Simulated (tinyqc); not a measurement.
Abrupt p-n junction, non-linear Poisson equation by Newton steps: effect of the band gap.

One dimension, p side on the left, n side on the right; net doping C = -Na for x < 0 and +Nd for x > 0. The potential psi is counted from the intrinsic level, and the quasi-Fermi potentials are flat: 0 for holes and -V for electrons, so n = ni exp((psi + V)/Vt) and p = ni exp(-psi/Vt) (Boltzmann statistics, full ionisation, no current). Under reverse bias this makes the minority densities vanishingly small everywhere; they play no part in the charge.

ni = sqrt(Nc Nv) exp(-Eg/(2 Vt)), Eg in volts. Depletion approximation: Vbi = Vt ln(Na Nd/ni^2), W = sqrt(2 eps0 eps_r (Vbi - V)(1/Na + 1/Nd)/q), xp = W Nd/(Na + Nd), xn = W Na/(Na + Nd), peak field 2 (Vbi - V)/W, capacitance eps0 eps_r/W. Exact first integral for an abrupt junction with thick neutral sides: psi_p = -Vt ln(Na/ni), psi_n = Vt ln(Nd/ni) - V, psi_j = (Nd psi_n + Na psi_p - Vt (Nd - Na))/(Na + Nd) at the junction, n_j = ni exp((psi_j + V)/Vt), p_j = ni exp(-psi_j/Vt), and E_j^2 = (2 q/(eps0 eps_r)) [Nd (psi_n - psi_j - Vt) + Vt (n_j + p_j)] (minority densities of the neutral sides neglected).

Parameters, values chosen for the exercise; band and dielectric values close to those of In0.53Ga0.47As:
- T = 300 K (temperature)
- eps_r = 13.7 (relative permittivity)
- Nc = 2.12e17 cm^-3 (conduction-band density of states at T)
- Nv = 7.83e18 cm^-3 (valence-band density of states at T)
- Na = 3.7e15 cm^-3 (acceptor density of the p side)
- Nd = 2.8e16 cm^-3 (donor density of the n side)
- V = -2.4 V (bias of the p side against the n side)

Constants: q = 1.602176634e-19 C, kB = 1.380649e-23 J/K, Vt = kB T/q, eps0 = 8.8541878128e-14 F/cm where lengths are in cm. Results are converted to the units shown.

The same in every row: share of W on the n side (%) = 11.67.

Results:

| Eg (eV) | ni (cm^-3) | Vbi (V) | W (nm) | peak field, depletion (kV/cm) | peak field, exact (kV/cm) |
|---|---|---|---|---|---|
| 0.7 | 1.699e12 | 0.4497 | 1149 | 49.60 | 49.15 |
| 0.89 | 4.309e10 | 0.6397 | 1187 | 51.23 | 50.79 |
| 1.07 | 1.326e9 | 0.8197 | 1221 | 52.72 | 52.30 |
| 1.26 | 3.361e7 | 1.010 | 1257 | 54.26 | 53.84 |
| 1.63 | 2.622e4 | 1.380 | 1323 | 57.12 | 56.73 |
| 1.81 | 806.7 | 1.560 | 1354 | 58.47 | 58.08 |
| 2 | 20.45 | 1.750 | 1387 | 59.85 | 59.48 |

Estimate the missing row, Eg = 1.44 eV.

Computed row:

| Eg (eV) | ni (cm^-3) | Vbi (V) | W (nm) | peak field, depletion (kV/cm) | peak field, exact (kV/cm) |
|---|---|---|---|---|---|
| 1.44 | 1.034e6 | 1.190 | 1290 | 55.67 | 55.27 |

With this row back in the table: ni falls from 1.70e12 to 20.5 cm^-3, and Vbi follows the gap one to one, staying 0.250 V below it (Vt ln(Nc Nv/(Na Nd))). W rises from 1150 to 1390 nm and the exact peak field rises from 49.1 to 59.5 kV/cm. W goes as the square root of Vbi - V, the exact field as (Vbi - V)^(0.51) on average. The depletion field is 0.92 % above the exact one in the first row and 0.63 % above it in the last.

Numbers from tinyqc (`OMP_NUM_THREADS=1 python tinyqc.py 2000090 2000091 out.jsonl`; about 0.03 s on one thread of a shared Intel Xeon 2.30GHz).
